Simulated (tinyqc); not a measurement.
Inside a calculation. Method: UHF in the sto-6g basis, for BeH+, spin multiplicity 1. One step of it, computed by the program tinyqc.

Task: Iteration 1: building the Fock matrix. J_ij = sum D_kl (ij|kl) with D = D(alpha) + D(beta), K_ij = sum D_kl (ik|jl) for each spin; F = H + J - K(s); E = tr D H + tr D J / 2 - 0.5 sum_s tr D(s) K(s) + E_nn.

D(alpha) at the start, order 1Be 1s, 1Be 2s, 1Be 2px, 1Be 2py, 1Be 2pz, 2H 1s:
$$\begin{pmatrix}
1.024368 & -0.074312 & 0.000000 & 0.000000 & -0.092502 & 0.007294 \\
-0.074312 & 0.197467 & 0.000000 & 0.000000 & 0.404766 & -0.018887 \\
0.000000 & 0.000000 & 0.000000 & 0.000000 & 0.000000 & 0.000000 \\
0.000000 & 0.000000 & 0.000000 & 0.000000 & 0.000000 & 0.000000 \\
-0.092502 & 0.404766 & 0.000000 & 0.000000 & 0.833276 & -0.038703 \\
0.007294 & -0.018887 & 0.000000 & 0.000000 & -0.038703 & 0.001806
\end{pmatrix}$$

D(beta) at the start, order 1Be 1s, 1Be 2s, 1Be 2px, 1Be 2py, 1Be 2pz, 2H 1s:
$$\begin{pmatrix}
1.065889 & -0.256947 & 0.000000 & 0.000000 & 0.059219 & 0.008408 \\
-0.256947 & 1.000799 & 0.000000 & 0.000000 & -0.259832 & -0.023872 \\
0.000000 & 0.000000 & 0.000000 & 0.000000 & 0.000000 & 0.000000 \\
0.000000 & 0.000000 & 0.000000 & 0.000000 & 0.000000 & 0.000000 \\
0.059219 & -0.259832 & 0.000000 & 0.000000 & 0.067515 & 0.006181 \\
0.008408 & -0.023872 & 0.000000 & 0.000000 & 0.006181 & 0.000575
\end{pmatrix}$$

core Hamiltonian H = T + V (hartree), order 1Be 1s, 1Be 2s, 1Be 2px, 1Be 2py, 1Be 2pz, 2H 1s:
$$\begin{pmatrix}
-8.160020 & -1.912631 & 0.000000 & 0.000000 & -0.005566 & -0.041625 \\
-1.912631 & -2.293536 & 0.000000 & 0.000000 & -0.056743 & -0.252017 \\
0.000000 & 0.000000 & -1.841613 & 0.000000 & 0.000000 & 0.000000 \\
0.000000 & 0.000000 & 0.000000 & -1.841613 & 0.000000 & 0.000000 \\
-0.005566 & -0.056743 & 0.000000 & 0.000000 & -1.873645 & -0.333038 \\
-0.041625 & -0.252017 & 0.000000 & 0.000000 & -0.333038 & -1.326912
\end{pmatrix}$$

Two-electron integrals (ij|kl) in chemists' order, unique and non-zero (hartree):
```
(11|11) 2.299996   (21|11) 0.361879   (21|21) 0.071926   (22|11) 0.570332
(22|21) 0.139654   (22|22) 0.417773   (31|31) 0.015252   (32|31) 0.022555
(32|32) 0.092340   (33|11) 0.570332   (33|21) 0.139654   (33|22) 0.417773
(33|33) 0.450117   (41|41) 0.015252   (42|41) 0.022555   (42|42) 0.092340
(43|43) 0.024258   (44|11) 0.570332   (44|21) 0.139654   (44|22) 0.417773
(44|33) 0.401601   (44|44) 0.450117   (51|51) 0.015252   (52|51) 0.022555
(52|52) 0.092340   (53|53) 0.024258   (54|54) 0.024258   (55|11) 0.570332
(55|21) 0.139654   (55|22) 0.417773   (55|33) 0.401601   (55|44) 0.401601
(55|55) 0.450117   (61|11) 0.007785   (61|21) 0.001515   (61|22) 0.002971
(61|33) 0.002947   (61|44) 0.002947   (61|51) 0.000151   (61|52) 0.000306
(61|55) 0.003020   (61|61) 0.000034   (62|11) 0.042375   (62|21) 0.010682
(62|22) 0.038198   (62|33) 0.036638   (62|44) 0.036638   (62|51) 0.001322
(62|52) 0.009989   (62|55) 0.041319   (62|61) 0.000253   (62|62) 0.007595
(63|31) 0.000644   (63|32) 0.003617   (63|53) 0.001368   (63|63) 0.000411
(64|41) 0.000644   (64|42) 0.003617   (64|54) 0.001368   (64|64) 0.000411
(65|11) 0.055012   (65|21) 0.013957   (65|22) 0.051397   (65|33) 0.048740
(65|44) 0.048740   (65|51) 0.002080   (65|52) 0.015483   (65|55) 0.056709
(65|61) 0.000338   (65|62) 0.011296   (65|65) 0.016958   (66|11) 0.213965
(66|21) 0.054507   (66|22) 0.212820   (66|33) 0.202797   (66|44) 0.202797
(66|51) 0.005558   (66|52) 0.055505   (66|55) 0.232864   (66|61) 0.001281
(66|62) 0.062840   (66|65) 0.096996   (66|66) 0.774999
```

nuclear repulsion = 0.85592756 hartree

Give: Coulomb J; exchange K(alpha); exchange K(beta); F(alpha); F(beta); total energy of this density.

Result:

Coulomb J (hartree), order 1Be 1s, 1Be 2s, 1Be 2px, 1Be 2py, 1Be 2pz, 2H 1s:
$$\begin{pmatrix}
5.7585 & 1.0003 & 0.0000 & 0.0000 & 0.0053 & 0.0216 \\
1.0003 & 1.9705 & 0.0000 & 0.0000 & 0.0235 & 0.1661 \\
0.0000 & 0.0000 & 1.9563 & 0.0000 & 0.0000 & 0.0000 \\
0.0000 & 0.0000 & 0.0000 & 1.9563 & 0.0000 & 0.0000 \\
0.0053 & 0.0235 & 0.0000 & 0.0000 & 1.9991 & 0.2209 \\
0.0216 & 0.1661 & 0.0000 & 0.0000 & 0.2209 & 0.8818
\end{pmatrix}$$

exchange K(alpha) (hartree), order 1Be 1s, 1Be 2s, 1Be 2px, 1Be 2py, 1Be 2pz, 2H 1s:
$$\begin{pmatrix}
2.3292 & 0.3693 & 0.0000 & 0.0000 & 0.0114 & 0.0099 \\
0.3693 & 0.2103 & 0.0000 & 0.0000 & 0.1882 & 0.0383 \\
0.0000 & 0.0000 & 0.0505 & 0.0000 & 0.0000 & 0.0000 \\
0.0000 & 0.0000 & 0.0000 & 0.0505 & 0.0000 & 0.0000 \\
0.0114 & 0.1882 & 0.0000 & 0.0000 & 0.4007 & 0.0611 \\
0.0099 & 0.0383 & 0.0000 & 0.0000 & 0.0611 & 0.0162
\end{pmatrix}$$

exchange K(beta) (hartree), order 1Be 1s, 1Be 2s, 1Be 2px, 1Be 2py, 1Be 2pz, 2H 1s:
$$\begin{pmatrix}
2.3386 & 0.3620 & 0.0000 & 0.0000 & -0.0073 & 0.0077 \\
0.3620 & 0.4277 & 0.0000 & 0.0000 & -0.1239 & 0.0179 \\
0.0000 & 0.0000 & 0.0986 & 0.0000 & 0.0000 & 0.0000 \\
0.0000 & 0.0000 & 0.0000 & 0.0986 & 0.0000 & 0.0000 \\
-0.0073 & -0.1239 & 0.0000 & 0.0000 & 0.1275 & -0.0008 \\
0.0077 & 0.0179 & 0.0000 & 0.0000 & -0.0008 & 0.0015
\end{pmatrix}$$

F(alpha) (hartree), order 1Be 1s, 1Be 2s, 1Be 2px, 1Be 2py, 1Be 2pz, 2H 1s:
$$\begin{pmatrix}
-4.7307 & -1.2817 & 0.0000 & 0.0000 & -0.0117 & -0.0300 \\
-1.2817 & -0.5333 & 0.0000 & 0.0000 & -0.2214 & -0.1242 \\
0.0000 & 0.0000 & 0.0642 & 0.0000 & 0.0000 & 0.0000 \\
0.0000 & 0.0000 & 0.0000 & 0.0642 & 0.0000 & 0.0000 \\
-0.0117 & -0.2214 & 0.0000 & 0.0000 & -0.2752 & -0.1732 \\
-0.0300 & -0.1242 & 0.0000 & 0.0000 & -0.1732 & -0.4613
\end{pmatrix}$$

F(beta) (hartree), order 1Be 1s, 1Be 2s, 1Be 2px, 1Be 2py, 1Be 2pz, 2H 1s:
$$\begin{pmatrix}
-4.7401 & -1.2744 & 0.0000 & 0.0000 & 0.0070 & -0.0277 \\
-1.2744 & -0.7507 & 0.0000 & 0.0000 & 0.0907 & -0.1039 \\
0.0000 & 0.0000 & 0.0161 & 0.0000 & 0.0000 & 0.0000 \\
0.0000 & 0.0000 & 0.0000 & 0.0161 & 0.0000 & 0.0000 \\
0.0070 & 0.0907 & 0.0000 & 0.0000 & -0.0020 & -0.1113 \\
-0.0277 & -0.1039 & 0.0000 & 0.0000 & -0.1113 & -0.4466
\end{pmatrix}$$

total energy of this density = -14.416858 hartree
